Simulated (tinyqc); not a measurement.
Inside a calculation. Method: RKS/PBE in the 6-31g basis, for H3-, spin multiplicity 1. The basis has no diffuse functions, so it cannot describe the extra electron: this is an exercise in the method, not the real anion. One step of it, computed by the program tinyqc.

Question. Iteration 2: building the Kohn-Sham matrix. J_ij = sum D_kl (ij|kl); F = H + J + V_xc; E = tr D H + tr D J / 2 + E_xc + E_nn.

D after iteration 1, order 1H 1s, 1H 2s, 2H 1s, 2H 2s, 3H 1s, 3H 2s:
```
[[0.301440, 0.345187, 0.125877, 0.065333, 0.125877, 0.065333],
 [0.345187, 0.395282, 0.144145, 0.074814, 0.144145, 0.074814],
 [0.125877, 0.144145, 0.190440, 0.332454, -0.085310, -0.277889],
 [0.065333, 0.074814, 0.332454, 0.689625, -0.277889, -0.661305],
 [0.125877, 0.144145, -0.085310, -0.277889, 0.190440, 0.332454],
 [0.065333, 0.074814, -0.277889, -0.661305, 0.332454, 0.689625]]
```

core Hamiltonian H = T + V (hartree), order 1H 1s, 1H 2s, 2H 1s, 2H 2s, 3H 1s, 3H 2s:
```
[[-1.227007, -1.116040, -0.443573, -0.683138, -0.443573, -0.683138],
 [-1.116040, -1.274200, -0.629859, -0.909753, -0.629859, -0.909753],
 [-0.443573, -0.629859, -0.984799, -0.958957, -0.014052, -0.150897],
 [-0.683138, -0.909753, -0.958957, -1.078862, -0.150897, -0.379574],
 [-0.443573, -0.629859, -0.014052, -0.150897, -0.984799, -0.958957],
 [-0.683138, -0.909753, -0.150897, -0.379574, -0.958957, -1.078862]]
```

Two-electron integrals (ij|kl) in chemists' order, unique and non-zero (hartree):
```
(11|11) 1.076566   (21|11) 0.578470   (21|21) 0.329423   (22|11) 0.587396
(22|21) 0.361304   (22|22) 0.453150   (31|11) 0.155669   (31|21) 0.091527
(31|22) 0.105014   (31|31) 0.036636   (32|11) 0.207019   (32|21) 0.129988
(32|22) 0.168123   (32|31) 0.057396   (32|32) 0.106717   (33|11) 0.479923
(33|21) 0.309857   (33|22) 0.422171   (33|31) 0.155669   (33|32) 0.320479
(33|33) 1.076566   (41|11) 0.320479   (41|21) 0.183855   (41|22) 0.204018
(41|31) 0.057396   (41|32) 0.084038   (41|33) 0.207019   (41|41) 0.106717
(42|11) 0.380036   (42|21) 0.236413   (42|22) 0.304182   (42|31) 0.081339
(42|32) 0.141558   (42|33) 0.380036   (42|41) 0.141558   (42|42) 0.228309
(43|11) 0.309857   (43|21) 0.198592   (43|22) 0.269243   (43|31) 0.091527
(43|32) 0.183855   (43|33) 0.578470   (43|41) 0.129988   (43|42) 0.236413
(43|43) 0.329423   (44|11) 0.422171   (44|21) 0.269243   (44|22) 0.367838
(44|31) 0.105014   (44|32) 0.204018   (44|33) 0.587396   (44|41) 0.168123
(44|42) 0.304182   (44|43) 0.361304   (44|44) 0.453150   (51|11) 0.155669
(51|21) 0.091527   (51|22) 0.105014   (51|31) 0.019447   (51|32) 0.027770
(51|33) 0.064872   (51|41) 0.046110   (51|42) 0.059410   (51|43) 0.042630
(51|44) 0.063055   (51|51) 0.036636   (52|11) 0.207019   (52|21) 0.129988
(52|22) 0.168123   (52|31) 0.027770   (52|32) 0.042199   (52|33) 0.100734
(52|41) 0.065076   (52|42) 0.092351   (52|43) 0.066274   (52|44) 0.099644
(52|51) 0.057396   (52|52) 0.106717   (53|11) 0.002818   (53|21) 0.001572
(53|22) 0.001662   (53|31) 0.000432   (53|32) 0.000594   (53|33) 0.001395
(53|41) 0.000875   (53|42) 0.001081   (53|43) 0.000896   (53|44) 0.001214
(53|51) 0.000432   (53|52) 0.000594   (53|53) 0.000008   (54|11) 0.045469
(54|21) 0.027811   (54|22) 0.034170   (54|31) 0.006060   (54|32) 0.008980
(54|33) 0.021244   (54|41) 0.014094   (54|42) 0.019268   (54|43) 0.013957
(54|44) 0.020749   (54|51) 0.011336   (54|52) 0.019427   (54|53) 0.000129
(54|54) 0.003695   (55|11) 0.479923   (55|21) 0.309857   (55|22) 0.422171
(55|31) 0.064872   (55|32) 0.100734   (55|33) 0.242519   (55|41) 0.152761
(55|42) 0.224191   (55|43) 0.159644   (55|44) 0.241905   (55|51) 0.155669
(55|52) 0.320479   (55|53) 0.001395   (55|54) 0.054964   (55|55) 1.076566
(61|11) 0.320479   (61|21) 0.183855   (61|22) 0.204018   (61|31) 0.046110
(61|32) 0.065076   (61|33) 0.152761   (61|41) 0.098922   (61|42) 0.126521
(61|43) 0.099224   (61|44) 0.139835   (61|51) 0.057396   (61|52) 0.084038
(61|53) 0.000875   (61|54) 0.017550   (61|55) 0.207019   (61|61) 0.106717
(62|11) 0.380036   (62|21) 0.236413   (62|22) 0.304182   (62|31) 0.059410
(62|32) 0.092351   (62|33) 0.224191   (62|41) 0.126521   (62|42) 0.185326
(62|43) 0.145963   (62|44) 0.211385   (62|51) 0.081339   (62|52) 0.141558
(62|53) 0.001081   (62|54) 0.027271   (62|55) 0.380036   (62|61) 0.141558
(62|62) 0.228309   (63|11) 0.045469   (63|21) 0.027811   (63|22) 0.034170
(63|31) 0.011336   (63|32) 0.019427   (63|33) 0.054964   (63|41) 0.017550
(63|42) 0.027271   (63|43) 0.032190   (63|44) 0.036936   (63|51) 0.006060
(63|52) 0.008980   (63|53) 0.000129   (63|54) 0.001929   (63|55) 0.021244
(63|61) 0.014094   (63|62) 0.019268   (63|63) 0.003695   (64|11) 0.149105
(64|21) 0.091714   (64|22) 0.115028   (64|31) 0.026657   (64|32) 0.042677
(64|33) 0.107165   (64|41) 0.051788   (64|42) 0.077214   (64|43) 0.068345
(64|44) 0.093372   (64|51) 0.026657   (64|52) 0.042677   (64|53) 0.000422
(64|54) 0.008674   (64|55) 0.107165   (64|61) 0.051788   (64|62) 0.077214
(64|63) 0.008674   (64|64) 0.029199   (65|11) 0.309857   (65|21) 0.198592
(65|22) 0.269243   (65|31) 0.042630   (65|32) 0.066274   (65|33) 0.159644
(65|41) 0.099224   (65|42) 0.145963   (65|43) 0.105077   (65|44) 0.158887
(65|51) 0.091527   (65|52) 0.183855   (65|53) 0.000896   (65|54) 0.032190
(65|55) 0.578470   (65|61) 0.129988   (65|62) 0.236413   (65|63) 0.013957
(65|64) 0.068345   (65|65) 0.329423   (66|11) 0.422171   (66|21) 0.269243
(66|22) 0.367838   (66|31) 0.063055   (66|32) 0.099644   (66|33) 0.241905
(66|41) 0.139835   (66|42) 0.211385   (66|43) 0.158887   (66|44) 0.237866
(66|51) 0.105014   (66|52) 0.204018   (66|53) 0.001214   (66|54) 0.036936
(66|55) 0.587396   (66|61) 0.168123   (66|62) 0.304182   (66|63) 0.020749
(66|64) 0.093372   (66|65) 0.361304   (66|66) 0.453150
```

nuclear repulsion = 1.21259673 hartree

V_xc (hartree), order 1H 1s, 1H 2s, 2H 1s, 2H 2s, 3H 1s, 3H 2s:
```
[[-0.561286, -0.314136, -0.101898, -0.178381, -0.101898, -0.178381],
 [-0.314136, -0.337063, -0.173176, -0.235972, -0.173176, -0.235972],
 [-0.101898, -0.173176, -0.531004, -0.295887, -0.001489, -0.032644],
 [-0.178381, -0.235972, -0.295887, -0.310706, -0.032644, -0.085560],
 [-0.101898, -0.173176, -0.001489, -0.032644, -0.531004, -0.295887],
 [-0.178381, -0.235972, -0.032644, -0.085560, -0.295887, -0.310706]]
```

E_xc = sum of w rho eps_xc = -1.29099008 hartree

Give: Coulomb J; Kohn-Sham matrix F; total energy of this density.

Answer.

Coulomb J (hartree), order 1H 1s, 1H 2s, 2H 1s, 2H 2s, 3H 1s, 3H 2s:
```
[[2.2802, 1.3854, 0.4270, 0.7873, 0.4270, 0.7873],
 [1.3854, 1.7356, 0.7211, 1.1945, 0.7211, 1.1945],
 [0.4270, 0.7211, 1.9694, 1.2020, 0.0064, 0.1404],
 [0.7873, 1.1945, 1.2020, 1.5304, 0.1404, 0.4406],
 [0.4270, 0.7211, 0.0064, 0.1404, 1.9694, 1.2020],
 [0.7873, 1.1945, 0.1404, 0.4406, 1.2020, 1.5304]]
```

Kohn-Sham matrix F (hartree), order 1H 1s, 1H 2s, 2H 1s, 2H 2s, 3H 1s, 3H 2s:
```
[[0.4919, -0.0448, -0.1185, -0.0742, -0.1185, -0.0742],
 [-0.0448, 0.1243, -0.0820, 0.0488, -0.0820, 0.0488],
 [-0.1185, -0.0820, 0.4536, -0.0529, -0.0091, -0.0431],
 [-0.0742, 0.0488, -0.0529, 0.1408, -0.0431, -0.0246],
 [-0.1185, -0.0820, -0.0091, -0.0431, 0.4536, -0.0529],
 [-0.0742, 0.0488, -0.0431, -0.0246, -0.0529, 0.1408]]
```

total energy of this density = -1.604297 hartree
